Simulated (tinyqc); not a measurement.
Penn model of the dielectric constant and Phillips ionicity: sweeps and comparisons. A value that a table varies takes the place of the one given here.

n = 32/a^3; Ep^2 = 8 pi c e2 n with c = hbar^2/2m0, e2 = e^2/(4 pi eps0); EF = c (3 pi^2 n)^(2/3); eps = 1 + (Ep/Eg)^2 S with S = 1 - Eg/(4 EF) + (Eg/(4 EF))^2/3, Eg the Penn gap. Core d shells are left out.

Phillips: bond length d = sqrt(3) a/4; homopolar gap Eh = 39.74 d^(-2.48) eV (d in angstrom); Eg^2 = Eh^2 + C^2; ionicity fi = C^2/Eg^2.

Constants: hbar^2/2m0 = 3.80998211 eV angstrom^2; e^2/(4 pi eps0) = 14.39964547 eV angstrom.

Inputs chosen for the exercise (out of a larger set: near those of CdTe; not measured data): a = 6.468 angstrom (cubic lattice constant, 32 valence electrons a cell); C0 = 4.85 eV (ionic gap, held fixed); ei = 7.01 (high-frequency dielectric constant).

## Dielectric constant under pressure

The lattice constant is scaled by the factor listed; C = C0.

Results:
```
factor  Eh (eV)  Eg (eV)  Ep (eV)    eps     fi
0.94      3.603    6.042   14.012  5.603  0.644
0.96      3.420    5.934   13.576  5.461  0.668
0.98      3.249    5.838   13.162  5.316  0.690
0.99      3.168    5.793   12.964  5.242  0.701
1.00      3.090    5.751   12.770  5.168  0.711
1.01      3.015    5.711   12.580  5.093  0.721
1.02      2.942    5.673   12.396  5.018  0.731
1.04      2.804    5.602   12.040  4.868  0.750
```

d ln eps/d ln a = -1.44 around factor 1: eps rises under compression. Ep^2 goes as a^-3 and Eh^2 as a^-4.96; with C fixed Eg^2 goes as a^-1.43 at fi = 0.711, and leaving S aside the two powers balance at fi = 0.395. The slope is a difference of two powers and the model omits d shells and any change of C, so it is no prediction for a real crystal; eps from C0 (row 1.00) need not match a measured ei.

## What moves the Penn gap and the ionicity

Eg from ei; fi = 1 - (Eh/Eg)^2, printed even where negative. Each row changes one parameter from the base and keeps the others.

Results:
```
case                Ep (eV)  Eg (eV)  Eh (eV)     fi
base                 12.770    4.854    3.090  0.595
a = 6.597 angstrom   12.397    4.709    2.943  0.609
ei = 6.31            12.770    5.141    3.090  0.639
```

The largest shifts from the base row, up to three for each result and ties (the steps differ in size, so this ranks the rows, not the parameters). Ep (eV): a -0.373; unchanged at the printed digits by ei. Eg (eV): ei +0.288, a -0.145. Eh (eV): a -0.148; unchanged at the printed digits by ei. fi: ei +0.044, a +0.015. With the tabulated Phillips C of about 4.9 eV, fi would be 0.72; this model leaves out the d-shell factor.

(tinyqc, `OMP_NUM_THREADS=1 python tinyqc.py 1682797 1682798 out.jsonl`, Intel(R) Xeon(R) Processor @ 2.30GHz, 1 thread, shared host, about 0.01 s.)
